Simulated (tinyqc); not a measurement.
# AlGaN/GaN HEMT with access regions, lumped model, step by step

Program tinyqc, `OMP_NUM_THREADS=1 python tinyqc.py 2570028 2570029 out.jsonl`; Intel Xeon 2.30GHz, shared host, one thread, about 0.01 s. Printed values are rounded.

A polarisation-induced electron sheet under a Schottky gate, in series with two ungated access regions and contacts. Drift law v = mu E/(1 + mu E/vs) under the gate. Currents in mA/mm, resistances in ohm mm. No self-heating, no channel-length modulation; fits for polarisation, barrier and offset are chosen for the exercise.

Parameters, values chosen for the exercise; values close to those of AlGaN/GaN structures:

| symbol | value | unit | meaning |
|---|---|---|---|
| x | 0.17 |  | aluminium share of the barrier |
| d | 15 | nm | barrier thickness |
| eps_r | 9.1 |  | relative permittivity of barrier and channel |
| mu | 1600 | cm^2/(V s) | channel mobility |
| vs | 1.2e7 | cm/s | saturation velocity |
| Lg | 0.5 | um | gate length |
| Ls | 2 | um | source access length |
| Ld | 8 | um | drain access length |
| Rc | 0.42 | ohm mm | resistance of each contact |
| ft | 0 |  | share of the drain-access electrons removed by traps |
| Vg | -0.5 | V | gate voltage |
| Vd | 1 | V | drain voltage |
| Ec | 2.9 | MV/cm | critical field |
| te | 0.3 | um | depth over which the depleted charge spreads |
| tf | 300 | nm | insulator under the field plate |
| ei | 7.5 |  | relative permittivity of that insulator |

Constants: q = 1.602176634e-19 C, eps0 = 8.8541878128e-14 F/cm where lengths are in cm. Results are converted to the units shown.

## Polarisation charge, threshold and sheet resistance

sigma = (5e13 x + 1.6e13 x^2) cm^-2, phiB = 0.84 + 1.3 x, dEc = 0.7 (1.71 x + x^2) in volts, Cb = eps0 eps_r/d, VT = phiB - dEc - q sigma/Cb, access density n0 = -Cb VT/q. Rsh = 1/(q mu n0); largest access current q n0 vs.

sigma = 8.96240e12 cm^-2
Cb = 0.537154 uF/cm^2
VT = -1.83595 V
n0 = 6.15529e12 cm^-2
Rsh = 633.754 ohm
q n0 vs = 1183.42 mA/mm

## Iteration 1: drain current

I at the start = 100 mA/mm

Access resistance R(L, n) = L/(q mu n sqrt(1 - (I/(q n vs))^2)); Rs = Rc + R(Ls, n0), Rd = Rc + R(Ld, (1 - ft) n0). Vg' = Vg - I Rs, Vd' = Vd - I (Rs + Rd); with u = Vg' - VT, Vc = vs Lg/mu and w the smaller of Vd' and Vc [sqrt(1 + 2 u/Vc) - 1] (0 if negative), the channel gives (mu Cb/Lg)(u w - w^2/2)/(1 + w/Vc). I(new) = I + 0.1 (channel current - I).

Rs = 1.69206 ohm mm
Rd = 5.50823 ohm mm
Vg' = -0.669206 V
Vd' = 0.279971 V
channel current = 282.903 mA/mm
I after iteration 1 = 118.290 mA/mm

## Iteration 2: drain current

As before.

Rs = 1.69389 ohm mm
Rd = 5.51555 ohm mm
Vg' = -0.700371 V
Vd' = 0.147193 V
channel current = 192.953 mA/mm
I after iteration 2 = 125.757 mA/mm

## Course of the iteration: drain current

Stop when I changes by less than 1e-6 mA/mm, or after 60 iterations. I must stay below q (1 - ft) n0 vs.

Course of the iteration:
```
iteration,I (mA/mm),|change| (mA/mm)
1,118.290,18.3
2,125.757,7.47
3,126.949,1.19
4,126.997,0.0479
5,126.998,9.86e-4
6,126.998,1.95e-5
7,126.998,3.87e-7
```

Converged in 7 iterations. At the end each change is about 0.020 times the one before: linear convergence. Of Vd, 8.38 % reaches the channel; the access current is 11 % of its limit.

## On-resistance and breakdown

sigma = (5e13 x + 1.6e13 x^2) cm^-2, phiB = 0.84 + 1.3 x, dEc = 0.7 (1.71 x + x^2) in volts, Cb = eps0 eps_r/d, VT = phiB - dEc - q sigma/Cb, access density n0 = -Cb VT/q. Ron = 2 Rc + Ls/(q mu n0) + Ld/(q mu (1 - ft) n0) + Lg/(mu Cb (Vg - VT)). Off state: a depleted stretch that holds the voltage V has the peak field sqrt(k V), k = 2 q n0/(eps0 eps_r te), so one edge holds V1 = Ec^2/k. The sheet under the plate pinches off at Vf = q n0 (1/Cb + tf/(eps0 ei)); beyond it the gate edge is screened. BV = V1 if Vf >= V1, else Vf + V1, and at most Ec Ld. Specific resistance Ron (Ls + Lg + Ld); figure of merit BV^2 over it.

Ron = 7.61302 ohm mm
Vf = 46.3883 V
V1 = 103.067 V
BV = 149.455 V
specific resistance = 0.799367 mohm cm^2
figure of merit = 27.9431 MW/cm^2

The plate raises BV by a factor of 1.45.
